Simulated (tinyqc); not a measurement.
Thin (001) film in sp3s* tight binding with raised dangling bonds: one step. Levels of the small film. The numbers come from values chosen for the exercise (near a published set for InAs, fitted to gaps, whose masses and valley positions are rough).

s, pz, s* block (eV):
```
          sa1       za1      *a1       sc2       zc2       *c2       sa3       za3       *a3       sc4       zc4
sa1  -4.52606  -5.00000        0  -2.81200   1.52950         0         0         0         0         0         0
za1  -5.00000   5.89594        0  -2.72800   0.91550  -1.94300         0         0         0         0         0
*a1         0         0  7.36894         0   1.66950         0         0         0         0         0         0
sc2  -2.81200  -2.72800        0  -2.74906         0         0  -2.81200   2.72800         0         0         0
zc2   1.52950   0.91550  1.66950         0   3.74194         0  -1.52950   0.91550  -1.66950         0         0
*c2         0  -1.94300        0         0         0   6.80294         0   1.94300         0         0         0
sa3         0         0        0  -2.81200  -1.52950         0  -9.52606         0         0  -2.81200   1.52950
za3         0         0        0   2.72800   0.91550   1.94300         0   0.89594         0  -2.72800   0.91550
*a3         0         0        0         0  -1.66950         0         0         0   7.36894         0   1.66950
sc4         0         0        0         0         0         0  -2.81200  -2.72800         0  -2.74906         0
zc4         0         0        0         0         0         0   1.52950   0.91550   1.66950         0   3.74194
*c4         0         0        0         0         0         0         0  -1.94300         0         0         0
sa5         0         0        0         0         0         0         0         0         0  -2.81200  -1.52950
za5         0         0        0         0         0         0         0         0         0   2.72800   0.91550
*a5         0         0        0         0         0         0         0         0         0         0  -1.66950

          *c4       sa5      za5       *a5
sa1         0         0        0         0
za1         0         0        0         0
*a1         0         0        0         0
sc2         0         0        0         0
zc2         0         0        0         0
*c2         0         0        0         0
sa3         0         0        0         0
za3  -1.94300         0        0         0
*a3         0         0        0         0
sc4         0  -2.81200  2.72800         0
zc4         0  -1.52950  0.91550  -1.66950
*c4   6.80294         0  1.94300         0
sa5         0  -4.52606  5.00000         0
za5   1.94300   5.00000  5.89594         0
*a5         0         0        0   7.36894
```

u, v block (eV):
```
         ua1       va1       uc2       vc2       ua3       va3       uc4       vc4       ua5      va5
ua1  0.89594         0   3.16300         0         0         0         0         0         0        0
va1        0  10.89594         0  -1.33200         0         0         0         0         0        0
uc2  3.16300         0   3.74194         0  -1.33200         0         0         0         0        0
vc2        0  -1.33200         0   3.74194         0   3.16300         0         0         0        0
ua3        0         0  -1.33200         0   0.89594         0   3.16300         0         0        0
va3        0         0         0   3.16300         0   0.89594         0  -1.33200         0        0
uc4        0         0         0         0   3.16300         0   3.74194         0  -1.33200        0
vc4        0         0         0         0         0  -1.33200         0   3.74194         0  3.16300
ua5        0         0         0         0         0         0  -1.33200         0  10.89594        0
va5        0         0         0         0         0         0         0   3.16300         0  0.89594
```

Problem. Diagonalise both blocks.

Give: levels of the s, pz, s* block; levels of the u, v block.

Solution.

levels of the s, pz, s* block (eV): -12.019  -9.426  -8.149  -3.627  0.433  2.413  2.670  3.642  5.575  6.348  7.369  8.102  9.033  9.466  9.978

levels of the u, v block (eV): -1.850  -1.850  -0.639  -0.639  5.110  5.110  6.379  6.379  11.172  11.172

No level lies between 0 and the bulk edge 0.428 eV; confinement has widened the gap at zero in-plane momentum to 1.072 eV.

Run: tinyqc, `OMP_NUM_THREADS=1 python tinyqc.py 1452547 1452548 out.jsonl`; Intel(R) Xeon(R) Processor @ 2.30GHz, one thread, shared host; about 0.4 s of CPU time with all checks.
